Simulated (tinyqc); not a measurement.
Comparisons within one model: valley splitting in a one-orbital chain of atomic planes (second-neighbour model). A value that a table varies takes the place of the one given here.

Each (001) plane carries one orbital with energy e0, hopping v to the next plane and u to the second: E(phi) = e0 + 2 v cos(phi) + 2 u cos(2 phi), where phi = pi - k a/4 (the sign of every second orbital is chosen so that v > 0, which shifts the phase by pi). The minimum lies at cos(phi0) = -v/(4u), phi0 = pi - (pi/2) k0 for a valley at k0 (2 pi/a), and e0 puts it at zero. A slab of N planes has hard walls: the matrix simply ends.

A well of Nw planes between barriers of 40 planes each (as of a SiGe alloy, taken as an offset alone). With x = j - 39.5 for plane j = 0, 1, ..., the potential is V0 (f(x) + f(Nw - x)) + F (j - 40) a/4, f(y) = 1/(1 + exp(y/L)), a step for L = 0; L is in planes, 4 L is about the distance over which f goes from 0.88 to 0.12, and 1 MV/m = 1e-4 V/angstrom.

Constants: hbar^2/2m0 = 3.80998211 eV angstrom^2.

Parameters, chosen for this exercise (near those of the Delta valleys of silicon; abrupt walls in this chain split the valleys several times more than measured wells; not measured data): a = 5.422 angstrom (lattice constant; planes lie a/4 apart); ml = 0.967 m0 (longitudinal mass); N0 = 19 (first number of planes); Nf = 150 (planes in the thick slab); V0 = 0.18 eV (barrier height); F = 5 MV/m (field); Nw = 56 (planes in the well); k0 = 0.82 2 pi/a (position of the valley).

## Splitting against the number of planes

u = 0.581339 eV
v = 0.648753 eV
e0 = 1.343674 eV
phi0 = 1.853540 rad

Ten slabs from N0 on, of thickness (N - 1) a/4 between the outer planes. Effective mass: E1 = (c/ml)(pi/W)^2 with W = (N + 2) a/4: the amplitude vanishes on two missing planes at each end, and the envelope has its nodes N + 2 spacings apart. Large-N estimate of the splitting: 16 pi^2 u |sin(phi0) sin((N + 2) phi0)|/(N + 2)^3.

Doublet (meV):
```
N   thickness (angstrom)  mean level  effective mass  splitting  estimate
19                 24.40       47.87           47.99      9.039     8.956
20                 25.75       43.36           43.73      0.024     0.520
21                 27.11       39.91           40.01      6.878     7.071
22                 28.47       36.55           36.74      3.355     3.072
23                 29.82       33.71           33.86      3.704     3.989
24                 31.18       31.24           31.31      4.482     4.395
25                 32.53       28.87           29.03      0.733     0.977
26                 33.89       26.96           26.99      3.961     4.008
27                 35.24       25.06           25.17      1.377     1.224
28                 36.60       23.46           23.52      2.526     2.641
```

The mean level falls smoothly, from 47.9 to 23.5 meV, within 0.9 % of the effective-mass value. The splitting swings between 0.024 (N = 20) and 9.039 meV (N = 19): one plane more or less changes the phase between the two walls by phi0 = 1.854 rad. The estimate misses the computed values by at most 0.496 meV.

## Splitting against the electric field

A thick slab in a field F: plane j = 0, 1, ... gains the energy F j a/4 (1 MV/m = 1e-4 V/angstrom), which presses the electron against the first wall. The exponent is the slope of ln(splitting) against ln F between 20 and 50 MV/m.

Doublet:
```
F (MV/m)  mean level (meV)  splitting (meV)  splitting/F (meV per MV/m)
1                     7.75           0.1412                      0.1412
2                    12.22           0.2824                      0.1412
5                    22.23           0.7062                      0.1412
10                   34.84           1.4129                      0.1413
20                   54.42           2.8276                      0.1414
30                   70.48           4.2436                      0.1415
50                   97.36           7.0791                      0.1416
```

exponent = 1.00

The splitting goes from 0.1412 to 7.0791 meV. At high field it grows as F^1.00: at a single hard wall it follows the squared slope of the envelope, which is proportional to F, while the level itself grows about as F^(2/3) (here F^0.63). A hard wall is the sharpest interface possible; real Si interfaces split several times less.

## Sharp and graded interfaces

The lowest doublet for several interface widths L.

Doublet:
```
L (planes)  4 L (angstrom)  mean level (meV)  splitting (micro-eV)
0.00                  0.00             20.49                708.70
0.25                  1.36             20.58                377.96
0.50                  2.71             20.71                 77.93
0.75                  4.07             20.88                 15.25
1.00                  5.42             21.09                  2.83
1.50                  8.13             21.65                  0.08
2.00                 10.84             22.34                  0.00
```

The mean level moves by +1.8 meV over the table, while the splitting falls from 708.7 micro-eV at a step to 2.83 at L = 1 plane, a factor 250. Coupling the valleys needs the Fourier component of the potential at twice the valley wave vector, a period of a few planes, and grading removes it. Random alloy disorder, left out here, sets the splitting once this part is gone.

## What each parameter does

Step interfaces (L = 0). u, v, e0 follow from 8 u sin^2(phi0) = (2c/ml)/(a/4)^2, v = -4u cos(phi0), e0 = 2u + v^2/(4u), c = hbar^2/2m0. Each row changes one parameter from the base and keeps the others.

Results:
```
case              mean level (meV)  splitting (micro-eV)
base                         20.49                 708.7
k0 = 0.83 2 pi/a             20.50                 712.5
ml = 1.064 m0                19.85                 708.1
V0 = 0.27 eV                 20.94                 710.1
F = 10 MV/m                  31.17                1412.8
Nw = 57                      20.48                 723.9
```

The largest shifts from the base row, up to three for each result and ties (the steps differ in size, so this ranks the rows, not the parameters). mean level (meV): F +10.68, ml -0.64, V0 +0.45. splitting (micro-eV): F +704.1, Nw +15.2, k0 +3.8.

tinyqc: `OMP_NUM_THREADS=1 python tinyqc.py 1451096 1451097 out.jsonl`; about 0.02 s, one thread, shared Intel(R) Xeon(R) Processor @ 2.30GHz.
